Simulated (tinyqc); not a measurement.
Closable height against the size of the gap: wafer bonding and layer transfer: bond energy, gap closing, particles, bonding of dissimilar wafers and hydrogen blisters. Computed by tinyqc, a small Python program. Command: `OMP_NUM_THREADS=1 python tinyqc.py 3012947 3012948 out.jsonl bond walk`. One thread of a shared host (Intel(R) Xeon(R) Processor @ 2.30GHz), about 0.01 s of CPU time with the checks.

gamma is the energy per area of each of the two surfaces; plates are isotropic.

Inputs (values chosen for the exercise, with wafer 1 close to silicon):
```
quantity             value        unit
Young's modulus E1     139         GPa
Young's modulus E2     106         GPa
Poisson ratio nu      0.17           -
thickness t1           775  micrometre
thickness t2           200  micrometre
blade thickness t_b    230  micrometre
crack length L        19.9          mm
```

Pair: two different wafers.

Method. Two cantilevers opened by t_b: gamma = 3 t_b^2 E1 t1^3 E2 t2^3/(16 L^4 (E1 t1^3 + E2 t2^3)). E' = E1/(1 - nu^2), equal wafers of thickness t1 assumed. A gap of radius R closes if h_g < h_c: h_c = R^2/sqrt((2/3) E' t1^3/gamma) for R > 2 t1 (plate bending), h_c = 3.6 sqrt(R gamma/E') for R < 2 t1 (local deformation).

bond energy gamma = 0.0529402 J/m^2

Gap closing:
```
R (mm)    regime    h_c (nm)  slope h_c/R
1.00e-04   local  6.9234e-01    0.0069234
1.00e-03   local  2.1894e+00    0.0021894
1.00e-02   local  6.9234e+00    0.0006923
1.00e-01   local  2.1894e+01    0.0002189
5.00e-01   local  4.8956e+01    0.0000979
2.00e+00   plate  1.3809e+02    0.0000690
5.00e+00   plate  8.6308e+02    0.0001726
2.00e+01   plate  1.3809e+04    0.0006905
5.00e+01   plate  8.6308e+04    0.0017262
```

Roughness of 100 nm scale may be 0.69 nm in half height, waviness of radius 5 cm as much as 86 micrometre: h_c goes as R^(1/2) when the wafer deforms locally and as R^2 when it bends. The allowed slope is least near R = 2 t1, so defects about 4 t1 wide are the hardest to close; bow matters little.

Extremes, crossings and ranges named in words are read from the listed rows.
